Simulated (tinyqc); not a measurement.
Length of a polyene: Hueckel, PPP and singles CI along the polyenes. Computed by the program tinyqc. Hueckel uses the same beta without repulsion; CIS keeps all single excitations and so misses the low, doubly excited 2Ag state. W is the valence ionisation energy of a centre, MN the Mataga-Nishimoto formula, f the oscillator strength.

All-trans chains of carbon centres 1.40 angstrom apart:

| parameter | value |
|---|---|
| beta (eV), times 1 +/- alternation | -2.150000 |
| alternation | 0.070000 |
| W (eV) | 11.160000 |
| gamma_rr (eV) | 10.250000 |
| repulsion formula | MN |

Gaps and excitations (eV):

| centres | Hueckel gap | PPP orbital gap | bright singlet (CIS) | f | lowest triplet (CIS) |
|---|---|---|---|---|---|
| 2 | 4.6010 | 9.7349 | 7.1590 | 0.6138 | 2.0430 |
| 4 | 3.0172 | 7.6273 | 5.1166 | 0.9597 | 1.3094 |
| 6 | 2.2943 | 6.5715 | 4.1677 | 1.3416 | 0.9818 |
| 8 | 1.8855 | 5.9427 | 3.6108 | 1.6994 | 0.8054 |
| 10 | 1.6242 | 5.5302 | 3.2460 | 2.0342 | 0.6988 |
| 12 | 1.4433 | 5.2422 | 2.9910 | 2.3508 | 0.6293 |
| 14 | 1.3112 | 5.0324 | 2.8049 | 2.6541 | 0.5814 |

What does the comparison show, and why?

The Hueckel gap tends to 4 x alternation x |beta| = 0.60 eV for long chains. Exchange opens the PPP orbital gap, and the attraction of electron and hole brings the bright state 2.23 eV below it at 14 centres; the triplet lies 2.22 eV lower still.
